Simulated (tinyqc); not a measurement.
# Changing the imaginary frequency at the saddle nu_b

Model: harmonic transition-state theory with quantum, tunnelling and friction corrections. Computed by tinyqc, a small Python program. Command: `OMP_NUM_THREADS=1 python tinyqc.py 3022940 3022941 out.jsonl rates sweep`. One thread of a shared host (Intel(R) Xeon(R) Processor @ 2.30GHz), about 0.02 s of CPU time with the checks.

One atom hops between equivalent sites; three modes at the minimum and two real modes at the saddle are treated as harmonic, the rest of the crystal as unchanged; melting is ignored, so hot rows may lie above the melting point.

Inputs (values chosen for the exercise, modelled on a vacancy in silicon): barrier E_b = 0.4 eV; temperature T = 305 K.

Lattice of sites: three-dimensional.

Constants: h x 1 THz = 4.135667696 meV; k_B = 8.617333262e-05 eV/K.

Method. With u = h nu_b/(k_B T): Wigner factor 1 + u^2/24; parabolic barrier (Bell) (u/2)/sin(u/2), valid above T_c = h nu_b/(2 pi k_B); symmetric Eckart barrier: kappa = int_0^infinity P(E) exp(-(E - E_b)/(k_B T)) dE/(k_B T), P = (cosh 2a - 1)/(cosh 2a + cosh 2d), a = alpha sqrt(E/E_b), alpha = 2 pi E_b/(h nu_b), 2d = 2 sqrt(alpha^2 - pi^2/4).

One run for each value:
```
imaginary frequency at the saddle nu_b (THz)  Eckart factor  Wigner factor  crossover temperature T_c (K)
2.3                                                   1.006          1.005                           17.6
3.0                                                   1.010          1.009                           22.9
3.8                                                   1.016          1.015                           29.0
4.9                                                   1.027          1.025                           37.4
6.4                                                   1.046          1.042                           48.9
8.2                                                   1.077          1.069                           62.6
11.0                                                  1.144          1.125                           84.0
14.0                                                  1.245          1.202                          106.9
```

Over the rows, Eckart factor rises from 1.01 to 1.25 (exponent d ln y / d ln x 0.015 between the first rows and 0.35 between the last); Wigner factor rises from 1.01 to 1.20 (exponent d ln y / d ln x 0.014 between the first rows and 0.28 between the last); crossover temperature T_c (K) rises from 17.6 to 107 (exponent d ln y / d ln x about 1.00 throughout). The exponent of crossover temperature T_c stays at 1: T_c = h nu_b/(2 pi k_B). A larger nu_b means a narrower barrier of the same height.

Extremes, crossings and ranges named in words are read from the listed rows.
